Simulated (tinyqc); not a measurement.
Thermoelectric coefficients of a parabolic band, Landauer integrals: one step of the calculation.

Bulk parabolic band, x = (E - Ec)/kB T, C = hbar^2/(2 m0), kB T in eV. Modes per area gv m kB T x/(4 pi C) times the back-scattering length l0 x^rr give the transport function s0 X(x), s0 = (2 q^2/h) gv m kB T l0/(4 pi C), X = x^(1 + rr). I_k = int X (x - eta)^k w dx, w = 1/(4 cosh^2((x - eta)/2)).

Question. Power factor and figure of merit. Power factor S^2 sigma, ZT = S^2 sigma T/(kappa_e + kL).

Inputs (values chosen for the exercise):
- T = 200 K (temperature)
- kL = 8.1 W/(m K) (lattice thermal conductivity)

sigma = 1122.4406 S/cm
S = -237.22923 uV/K
kappa_e = 0.61980620 W/(m K)

Find: power factor; ZT; electronic share of kappa.

Answer.

power factor = 6.317 mW/(m K^2)
ZT = 0.1449
electronic share of kappa = 7.108 %

Range of the model: Parabolic bands, elastic scattering and a fixed kL make these model figures, not those of a material.

Numbers from tinyqc (`OMP_NUM_THREADS=1 python tinyqc.py 2800012 2800013 out.jsonl`; about 0.1 s on one thread of a shared Intel Xeon 2.30GHz).
